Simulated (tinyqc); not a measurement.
Hubbard chain of 2 sites, step by step. Computed by tinyqc, a small Python program that keeps every step. Settings: hopping = 0.53, U = 4.0, mixing = 1, iteration cap = 73. Command: `OMP_NUM_THREADS=1 python tinyqc.py 31504 31505 out.jsonl` (the two numbers bound the seeds that draw the settings). One thread of a shared host (Intel(R) Xeon(R) Processor @ 2.60GHz), about 0.1 s of CPU time with the checks. Later iterations appear only in the table of the cycle.

## Mean-field iteration 1

one-body matrix (hopping and site energies) (eV):
```
,1,2
1,0.000000,-0.530000
2,-0.530000,0.000000
```

U = 4.000000 eV

electrons, up and down: 1  1

mixing = 1

n(up) at the start (a guess, not normalised): 1 0.550000, 2 0.450000

n(down) at the start (a guess): 1 0.450000, 2 0.550000

H(up) = T + U n(down), H(down) = T + U n(up); fill the lowest levels; n(new) = n + mixing (n(out) - n); E = tr T (rho up + rho down) + U sum n_up n_down of the output.

levels, up (eV): 1.433520  2.566480

levels, down (eV): 1.433520  2.566480

energy = 0.758963 eV

n(up) after iteration 1: 1 0.676529, 2 0.323471

n(down) after iteration 1: 1 0.323471, 2 0.676529

## Mean-field iteration 2

As before.

levels, up (eV): 1.117108  2.882892

levels, down (eV): 1.117108  2.882892

energy = 0.084402 eV

n(up) after iteration 2: 1 0.899887, 2 0.100113

n(down) after iteration 2: 1 0.100113, 2 0.899887

## Convergence

Each step fills the lowest levels of T + U n(other spin) and sets n(new) = n + mixing (n(out) - n); stop when output and input agree to 1e-8.

Course of the cycle:
```
iteration,E (eV),largest |n(out) - n(in)|,mean |n_up - n_down|
1,0.75896333,1.27e-01,0.353057
2,0.08440238,2.23e-01,0.799775
3,-0.13554413,7.47e-02,0.949248
4,-0.14041978,6.96e-03,0.963172
5,-0.14044985,5.00e-04,0.964173
6,-0.14045000,3.52e-05,0.964243
7,-0.14045000,2.47e-06,0.964248
8,-0.14045000,1.74e-07,0.964248
9,-0.14045000,1.22e-08,0.964248
10,-0.14045000,8.56e-10,0.964248
```

local moments n_up - n_down: 1 0.964248, 2 -0.964248

Converged in 10 iterations. Before convergence this energy mixes input and output and is not variational, so it may rise towards its limit.

## The many-body Hamiltonian

Basis: all placements (u, d, 2, 0 on each site), up operators ordered before down ones; hops carry the sign of the same-spin electrons passed.

H (eV):
```
,20,ud,du,02
20,4.000000,-0.530000,-0.530000,0.000000
ud,-0.530000,0.000000,0.000000,-0.530000
du,-0.530000,0.000000,0.000000,-0.530000
02,0.000000,-0.530000,-0.530000,4.000000
```

## Exact diagonalisation (4 states)

Lowest levels of the sector, and the double occupancy of the lowest state.

lowest levels (eV): -0.263537  0.000000  4.000000  4.263537

double occupancy per site = 0.029107

The mean-field solution above lies 0.1231 eV above the exact energy.
